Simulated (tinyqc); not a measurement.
Octagonal on-chip spiral inductor, lumped pi model: quality factor against frequency.

Outer diameter do = di + 2 n wd + 2 (n - 1) sp, mean da = (do + di)/2, fill p = (do - di)/(do + di), length l = 3.314 n da. L = 2.25 mu0 n^2 da/(1 + 3.55 p), mu0 = 4 pi 1e-7 H/m. Rs = rho l/(wd delta (1 - exp(-th/delta))), delta = sqrt(rho/(pi f mu0)). Cs = n wd^2 eps0 eo/hu across the coil. At each end Cox = l wd eps0 eo/(2 ho) leads to the substrate branch Rsi = 2 rs he/(l wd) in parallel with Csi = l wd eps0 11.7/(2 he). With one end grounded Y = 1/(Rs + i w L) + i w Cs + 1/[1/(i w Cox) + 1/(1/Rsi + i w Csi)], w = 2 pi f; Q = -Im Y/Re Y. Eddy currents in neighbouring turns and in the substrate are left out.

Apparent inductance Im(1/Y)/w; share of the loss Re(substrate branch)/Re Y.

Values chosen for this exercise; values of the order met in silicon radio-frequency processes:
```
symbol,value,unit,meaning
n,3.5,,number of turns
wd,15,um,line width
sp,1.5,um,space between turns
di,80,um,inner diameter
th,4,um,metal thickness
rho,2.2,uohm cm,metal resistivity
ho,9.6,um,oxide below the coil
hu,0.9,um,oxide between coil and underpass
eo,3.9,,relative permittivity of the oxide
rs,10,ohm cm,substrate resistivity
he,30,um,effective spreading depth in the substrate
```

Constants: eps0 = 8.8541878128e-12 F/m. Results are converted to the units shown.

Result of one run:
```
f (GHz)  Rs (ohm)  w L/Rs      Q  apparent inductance (nH)  loss in the substrate (%)
0.42       0.9547   5.290  5.285                     1.916                   0.008839
```

What becomes of these results when the frequency f is changed from 0.42 to 4.9 GHz, all else the same?

Result of the changed run:
```
f (GHz)  Rs (ohm)  w L/Rs      Q  apparent inductance (nH)  loss in the substrate (%)
4.9         2.226   26.48  15.75                     2.171                      32.36
```

The whole series:
```
f (GHz)  Rs (ohm)  w L/Rs      Q  apparent inductance (nH)  loss in the substrate (%)
0.26       0.8654   3.613  3.612                     1.915                   0.001492
0.42       0.9547   5.290  5.285                     1.916                   0.008839
0.69        1.080   7.684  7.659                     1.919                    0.05557
1.1         1.239   10.67  10.57                     1.927                     0.3055
1.8         1.469   14.74  14.23                     1.948                      1.753
3           1.796   20.09  17.35                     2.008                      9.295
4.9         2.226   26.48  15.75                     2.171                      32.36
8           2.800   34.36  8.613                     2.688                      64.35
13          3.548   44.06  1.937                     5.451                      84.15
```

Q goes from 3.61 through a maximum of 17.4 (at f = 3 GHz among the rows listed) to 1.94; the exact peak is 17.6 at 3.44 GHz and Q reaches zero at the self-resonance, 15.5 GHz. The share of the substrate rises from 0.00149 to 84.2 %, and the apparent inductance ends at 2.85 times L. At the peak the substrate takes 13.8 % of the loss.

Computed by the program tinyqc: `OMP_NUM_THREADS=1 python tinyqc.py 2302022 2302023 out.jsonl`, one thread of a shared Intel Xeon 2.30GHz, about 0.01 s for the whole run.
